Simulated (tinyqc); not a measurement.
# Frequency dispersion of an accumulation capacitance by border traps, distributed model: capacitance and loss against frequency

Traps spread evenly through the insulator exchange electrons with the semiconductor by tunnelling, with tau(x) = t0 exp(2 ka x) at depth x from the interface. The admittance per area Y seen at depth x obeys dY/dx = -Y^2/(i w eps0 eox) + q Nb ln(1 + i w tau)/tau, with Y(0) = i w Cs and w = 2 pi f; the gate sees Y(tox) = G + i w C. Working variable y = Y/(i w), in uF/cm^2. Cox = eps0 eox/tox.

Cox; trap-free value 1/(1/Cox + 1/Cs); response depth d = ln(1/(w t0))/(2 ka), where w tau = 1; lumped estimate: all traps within d act as C_bt = q Nb d placed at d/2, so C = 1/{1/[1/(1/Cs + d/(2 eps0 eox)) + C_bt] + (tox - d/2)/(eps0 eox)}. C and G from a fine integration; dispersion -d C/d log10 f over C, from f times and over 1.1. For a broad spread of time constants G/w is close to -(pi/2) dC/d ln w.

Parameters, values chosen for the exercise; permittivity close to that of silicon dioxide:
- eox = 4.07 (relative permittivity of the insulator)
- tox = 3.7 nm (insulator thickness)
- Cs = 0.65 uF/cm^2 (semiconductor capacitance in accumulation)
- Nb = 1.7e19 cm^-3 eV^-1 (density of border traps)
- ka = 5.5 1/nm (decay constant of the wave function in the insulator)
- t0 = 7e-9 s (time constant of a trap at the interface)

Constants: q = 1.602176634e-19 C, eps0 = 8.8541878128e-14 F/cm where lengths are in cm. Results are converted to the units shown.

The same in every row: trap-free C (uF/cm^2) = 0.3898.

Capacitance and loss against frequency:
```
f (Hz),d (nm),C (uF/cm^2),G/w (uF/cm^2),dispersion (% a decade),-(pi/2) dC/d ln w (uF/cm^2),lumped C (uF/cm^2)
10,1.331,0.5401,0.01692,4.587,0.01690,0.5255
100,1.121,0.5159,0.01618,4.591,0.01616,0.5031
1000,0.9120,0.4927,0.01555,4.621,0.01553,0.4812
10000,0.7026,0.4703,0.01503,4.680,0.01502,0.4597
1e5,0.4933,0.4486,0.01460,4.772,0.01460,0.4386
1e6,0.2840,0.4275,0.01414,4.903,0.01430,0.4178
1e7,0.07467,0.4069,0.01235,4.836,0.01342,0.3972
```

What does the table show?

C falls from 0.5401 to 0.4069 uF/cm^2, towards the trap-free 0.3898; each decade of frequency removes ln 10/(2 ka) = 0.209 nm from the response depth. The dispersion goes from 4.59 through a maximum of 4.90 (at f = 1e6 Hz among the rows listed) to 4.84 % a decade and G/w falls from 0.0169 to 0.0123 uF/cm^2. G/w lies between 0.920 and 1.00 times -(pi/2) dC/d ln w, the relation for a broad spread of time constants.

Computed by the program tinyqc: `OMP_NUM_THREADS=1 python tinyqc.py 2202223 2202224 out.jsonl`, one thread of a shared Intel Xeon 2.30GHz, about 0.4 s for the whole run.
